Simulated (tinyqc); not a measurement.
From results back to parameters: Wannier function of the lower band of a two-orbital chain. Four cases, with inputs chosen for the exercise.

Problem. A band E(k) = H0 + 2 H1 cos(ka) + 2 H2 cos(2ka) is known at k = 0, pi/2a and pi/a. The values come from hidden hoppings; c = hbar^2/2m0.

Constants: hbar^2/2m0 = 3.80998211 eV angstrom^2.

Case 1.

Values chosen: a = 5.5 angstrom (period).

E (eV): 0 -3.0630, pi/2a -2.3350, pi/a -2.2310

Case 2.

Values chosen: a = 4.9 angstrom (period).

E (eV): 0 -3.1750, pi/2a -1.7090, pi/a -0.5470

Case 3.

Values chosen: a = 4.8 angstrom (period).

E (eV): 0 -1.1440, pi/2a -0.3760, pi/a -0.5440

Case 4.

Values chosen: a = 5.2 angstrom (period).

E (eV): 0 -2.2900, pi/2a -1.0560, pi/a 0.5460

Find: H0, H1, H2; m0/m at k = 0.

Solution. H0 = (E0 + 2 E1 + E2)/4, H1 = (E0 - E2)/4, H2 = (E0 - 2 E1 + E2)/8; the curvature at k = 0 gives m0/m = -(H1 + 4 H2) a^2/c.

Case 1.

H0, H1, H2 (eV): -2.491  -0.208  -0.078

m0/m at k = 0 = 4.129

Case 2.

H0, H1, H2 (eV): -1.785  -0.657  -0.038

m0/m at k = 0 = 5.098

Case 3.

H0, H1, H2 (eV): -0.610  -0.150  -0.117

m0/m at k = 0 = 3.737

Case 4.

H0, H1, H2 (eV): -0.964  -0.709  0.046

m0/m at k = 0 = 3.726

Computed by tinyqc, one run a case: `OMP_NUM_THREADS=1 python tinyqc.py N N+1 out.jsonl` with N = 1480929, 1480941, 1480976, 1481014; one thread of a shared Intel(R) Xeon(R) Processor @ 2.30GHz, about 0.2 s a run at most.
